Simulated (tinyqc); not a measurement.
Stress and current directions compared.

A cubic crystal with three pairs of conduction valleys along x, y and z; non-degenerate electrons, one relaxation time, masses unchanged. Stress s_ij = X a_i a_j with a the unit vector along the stress; strain e_ii = s11 s_ii + s12 (s_jj + s_kk), e_ij = s44 s_ij/2. Valley shift dE = Xu (n.e.n - trace(e)/3) with n the valley axis; share f proportional to exp(-dE/Vt). Inverse mass along the current d: (n.d)^2/ml + (1 - (n.d)^2)/mt; mu/mu0 = sum f (1/m) over the plain mean of 1/m. Rows: direction of the stress, of size |X|; columns: direction of the current and sign.

Parameters, values chosen for the exercise; values close to those of silicon: temperature T = 300 K; compliance s11 = 7.68 1/TPa; compliance s12 = -2.11 1/TPa; compliance s44 = 12.5 1/TPa; shear deformation potential Xu = 9.08 eV; longitudinal mass ml = 0.885 m0; transverse mass mt = 0.195 m0; uniaxial stress (tension positive) X = -140 MPa.

Constants: q = 1.602176634e-19 C, kB = 1.380649e-23 J/K, Vt = kB T/q. Results are converted to the units shown.

mu/mu0:

|  | I [100], tension | I [100], compression | I [110], tension | I [110], compression |
|---|---|---|---|---|
| [100] | 1.102 | 0.8800 | 1.026 | 0.9700 |
| [110] | 1.029 | 0.9730 | 1.029 | 0.9730 |
| [001] | 0.9488 | 1.060 | 0.9488 | 1.060 |
| [111] | 1.000 | 1.000 | 1.000 | 1.000 |

What does the comparison show?

The largest gain, 1.10, is for stress along [100], tension, current along [100]; the largest loss, 0.880, for [100], compression, current along [100]. Entries equal to one are cases in which the valleys are not split or have equal mass along the current.

Computed by the program tinyqc: `OMP_NUM_THREADS=1 python tinyqc.py 2530084 2530085 out.jsonl`, one thread of a shared Intel Xeon 2.30GHz, about 0.01 s for the whole run.
